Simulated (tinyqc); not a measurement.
Finite-difference solution of the diffusion equation on a small grid: one step, computed by the program tinyqc. Command: `OMP_NUM_THREADS=1 python tinyqc.py 3018011 3018012 out.jsonl fdiff walk`. One thread of a shared host (Intel(R) Xeon(R) Processor @ 2.30GHz), about 0.01 s of CPU time with the checks.

dC/dt = D d2C/dx2 on nodes x_j = j dx, j = 0..7; the far end is sealed.

Question. Amplification factors. The mode of M with eigenvalue mu has its amplitude multiplied per step by g = (1 + (1 - theta) r mu)/(1 - theta r mu), with theta = 0 explicit, 1 implicit, 1/2 Crank-Nicolson; the explicit scheme is stable for r up to 2/|mu_min|.

Boundary at x = 0: surface loss. Scheme: explicit.

operator M:
```
           0          1          2          3          4          5          6          7
0  -3.736111   2.000000   0.000000   0.000000   0.000000   0.000000   0.000000   0.000000
1   1.000000  -2.000000   1.000000   0.000000   0.000000   0.000000   0.000000   0.000000
2   0.000000   1.000000  -2.000000   1.000000   0.000000   0.000000   0.000000   0.000000
3   0.000000   0.000000   1.000000  -2.000000   1.000000   0.000000   0.000000   0.000000
4   0.000000   0.000000   0.000000   1.000000  -2.000000   1.000000   0.000000   0.000000
5   0.000000   0.000000   0.000000   0.000000   1.000000  -2.000000   1.000000   0.000000
6   0.000000   0.000000   0.000000   0.000000   0.000000   1.000000  -2.000000   1.000000
7   0.000000   0.000000   0.000000   0.000000   0.000000   0.000000   2.000000  -2.000000
```

mesh ratio r = 0.14976

Give: eigenvalues mu of M; factors g; largest stable r of the explicit scheme.

Answer.

eigenvalues mu of M: -4.6484  -3.9294  -3.4362  -2.6490  -1.7571  -0.9388  -0.3399  -0.0372

factors g: 0.30385  0.41153  0.48540  0.60329  0.73686  0.85940  0.94909  0.99442

largest stable r of the explicit scheme = 0.43025

The smallest factor is 0.304: no mode changes sign, and all decay but one with mu = 0 where there is such a mode.
